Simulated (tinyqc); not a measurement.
MOS capacitor on an n-type substrate, surface potential from the exact charge relation: one step of the calculation.

Uniform n-type substrate, Boltzmann statistics, full ionisation, classical densities. psi is the surface potential against the body (positive when the bands bend down) and u = -psi/Vt. Traps are spread evenly over the gap and neutral at flat band, so their charge is -q Dit psi; the minority quasi-Fermi level is shifted by Vb.

Task. Flat band, threshold and scales. ni = sqrt(Nc Nv) exp(-Eg/(2 Vt)), Eg in volts; phiF = Vt ln(N/ni); Cox = eps0 eox/tox; Vfb = phiM - chi - Vt ln(Nc/N) - q Nf/Cox; Q0 = sqrt(2 eps0 eps_r q N Vt); r = (ni/N)^2 exp(-Vb/Vt); VT = Vfb - [(2 phiF + Vb)(1 + q Dit/Cox) + sqrt(2 eps0 eps_r q N (2 phiF + Vb))/Cox].

Parameters, values chosen for the exercise; band and dielectric values close to those of silicon: temperature T = 300 K; band gap Eg = 1.14 eV; relative permittivity eps_r = 11.9; conduction-band density of states at T Nc = 2.8e19 cm^-3; valence-band density of states at T Nv = 2.69e19 cm^-3; electron affinity chi = 4.01 eV; donor density of the substrate N = 3.2e18 cm^-3; relative permittivity of the gate insulator (close to hafnium oxide) eox = 22.3; insulator thickness tox = 27 nm; gate work function phiM = 5.01 eV; fixed charge at the interface, in units of q Nf = -2.4e11 cm^-2; density of interface traps Dit = 1.9e10 cm^-2 eV^-1; reverse bias of the inversion layer against the body Vb = 0 V.

Constants: q = 1.602176634e-19 C, kB = 1.380649e-23 J/K, Vt = kB T/q, eps0 = 8.8541878128e-14 F/cm where lengths are in cm. Results are converted to the units shown.

Find: ni; phiF; Cox; Vfb; Q0; r; VT.

Result.

ni = 7.293e9 cm^-3
phiF = 0.5144 V
Cox = 0.7313 uF/cm^2
Vfb = 0.9965 V
Q0 = 167.1 nC/cm^2
r = 5.193e-18
VT = -1.478 V

Program tinyqc, `OMP_NUM_THREADS=1 python tinyqc.py 2060035 2060036 out.jsonl`; Intel Xeon 2.30GHz, shared host, one thread, about 0.01 s.
